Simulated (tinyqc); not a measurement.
Extended Hueckel theory, for H3+, step by step. The parameters take no account of the charge, which enters only through the electron count. One step of it, computed by the program tinyqc.

Problem. Orbitals. Solve H C = S C e through S^(-1/2); fill by pairs from the bottom, a degenerate level sharing its electrons equally; each orbital has its largest coefficient positive (the first on a tie).

H (eV), lower triangle:
```
            1H 1s       2H 1s       3H 1s
1H 1s  -13.600000
2H 1s  -11.384792  -13.600000
3H 1s  -11.386893  -11.386893  -13.600000
```

overlap S, lower triangle:
```
          1H 1s     2H 1s     3H 1s
1H 1s  1.000000
2H 1s  0.478353  1.000000
3H 1s  0.478441  0.478441  1.000000
```

valence electrons = 2

Give: orbital energies; occupations; coefficients; sum of one-electron energies.

Solution.

orbital energies (eV): -18.5875  -4.2466  -4.2421

occupations: 2.0000  0.0000  0.0000

coefficients:
```
          MO1      MO2      MO3
1H 1s  0.4127   0.9790  -0.5653
2H 1s  0.4127  -0.9790  -0.5653
3H 1s  0.4127   0.0000   1.1306
```

sum of one-electron energies = -37.1749 eV
